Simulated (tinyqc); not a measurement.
Fully depleted semiconductor-on-insulator film with two gates, non-linear Poisson equation by Newton steps: two steps of the calculation.

One dimension across the film, front interface at x = 0, back interface at x = ts. psi is counted from the intrinsic level, n = ni exp(psi/Vt) (source grounded), holes neglected, acceptors ionised. Gates act through Cox = eps0 eox/tox and Cbox = 3.9 eps0/tb with potentials G1 = Vg - (phiM - chi - Vt ln(Nc/ni)) and G2 = Vb - (phiB - chi - Vt ln(Nc/ni)). Classical Boltzmann densities, no interface charge, no depletion in the back plane.

Parameters, values chosen for the exercise; band and dielectric values those of a made-up semiconductor: temperature T = 250 K; insulator thickness tox = 2.3 nm; film thickness ts = 12 nm; buried-oxide thickness (eps_r 3.9) tb = 37 nm.

Constants: q = 1.602176634e-19 C, kB = 1.380649e-23 J/K, Vt = kB T/q. Results are converted to the units shown.

Problem 1. Newton step. Solve a d_(i-1) + b_i d_i + a d_(i+1) = -F_i for all nodes. If the largest |d| exceeds 4 Vt, the whole step is scaled down so that it equals 4 Vt.

a = 7.8211992 uF/cm^2

```
node  diagonal b (F/cm^2)  residual F (C/cm^2)  psi at the start (V)
0           -1.0685337e-5         2.1391614e-6                   0.2
1           -1.5642399e-5        -1.9226167e-9                   0.2
2           -1.5642399e-5        -1.9226167e-9                   0.2
3           -1.5642399e-5        -1.9226167e-9                   0.2
4           -1.5642399e-5        -1.9226167e-9                   0.2
5           -1.5642399e-5        -1.9226167e-9                   0.2
6           -1.5642399e-5        -1.9226167e-9                   0.2
7           -1.5642399e-5        -1.9226167e-9                   0.2
8           -1.5642399e-5        -1.9226167e-9                   0.2
9           -1.5642399e-5        -1.9226167e-9                   0.2
10          -7.9145273e-6        -1.3654684e-7                   0.2
```

Give: Newton step d, before damping; psi after iteration 1.

Solution 1.

```
node  Newton step d, before damping (V)  psi after iteration 1 (V)
0                                0.6788                     0.2862
1                                0.6539                     0.2830
2                                0.6292                     0.2799
3                                0.6048                     0.2768
4                                0.5806                     0.2737
5                                0.5566                     0.2707
6                                0.5329                     0.2677
7                                0.5095                     0.2647
8                                0.4863                     0.2617
9                                0.4633                     0.2588
10                               0.4406                     0.2559
```

Problem 2. Electron sheet density, centroid and oxide fields. n_i = ni exp(psi_i/Vt); N_inv = sum w_i n_i with w = ts/10, halved at the ends; centroid sum w n x/N_inv; fields (G1 - psi_0)/tox and (G2 - psi_10)/tb.

converged psi, node 0 to 10 (V): 0.61613292  0.56984814  0.54127034  0.51757251  0.49566307  0.47455736  0.45390692  0.43358263  0.41353542  0.39374636  0.37420804
ni = 2.3111162e7 cm^-3
G1 = 0.94721372 V
G2 = -1.2527863 V

Give: n; N_inv; centroid; field in the front oxide; field in the buried oxide.

Solution 2.

n, node 0 to 10 (cm^-3): 6.089e19  7.103e18  1.885e18  6.275e17  2.270e17  8.521e16  3.267e16  1.272e16  5.016e15  2.002e15  8.082e14
N_inv = 4.851e12 cm^-2
centroid = 0.4286 nm
field in the front oxide = 1.439 MV/cm
field in the buried oxide = -0.4397 MV/cm

The centroid lies at 0.036 of the film, near the front interface.

Computed by the program tinyqc: `OMP_NUM_THREADS=1 python tinyqc.py 2190132 2190133 out.jsonl`, one thread of a shared Intel Xeon 2.30GHz, about 0.6 s for the whole run.
